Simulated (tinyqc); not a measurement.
Defect equilibria of an oxide against oxygen pressure (mass action): one step, computed by the program tinyqc. Command: `OMP_NUM_THREADS=1 python tinyqc.py 3031587 3031588 out.jsonl brouwer walk`. One thread of a shared host (Intel(R) Xeon(R) Processor @ 2.30GHz), about 0.01 s of CPU time with the checks.

Defects: oxygen vacancies V (charge +2), electrons n, holes p, the ionic partner X = V_M'''' (charge -4), and the dopant. Activities are taken equal to concentrations.

Problem. Solution at the given pressure. Neutrality: 2 [V] + p = n + 4 [X] + N_d. With n as the unknown, [V] = K_r/(n^2 P^(1/2)), p = K_i/n, [X] = K_s/[V]^2; the log ratio is ln(positive/negative). The root is found by 60 bisections in ln n between n = 1e-10 and 1e25 cm^-3.

Inputs (values chosen for the exercise, for a model oxide): dopant density N_d = 1.5e+17 cm^-3; temperature T = 900 K; oxygen pressure P = 0.0004 atm.

Ionic disorder: Schottky, oxide MO2. Dopant (singly charged, fully ionised): acceptor.

K_r = 3.343049e+51 cm^-9 atm^(1/2)

K_i = 1.489555e+23 cm^-6

K_s = 4.332169e+47 cm^-9

Give: n; [V]; p; [X].

Solution.

n = 6.4746e+17 cm^-3

[V] = 3.9874e+17 cm^-3

p = 2.3006e+05 cm^-3

[X] = 2.7248e+12 cm^-3

The largest terms give the Brouwer balance 2 [V] = n; the smaller of the two terms is 81 % of the total charge of one sign, so the point lies near a boundary between regimes.
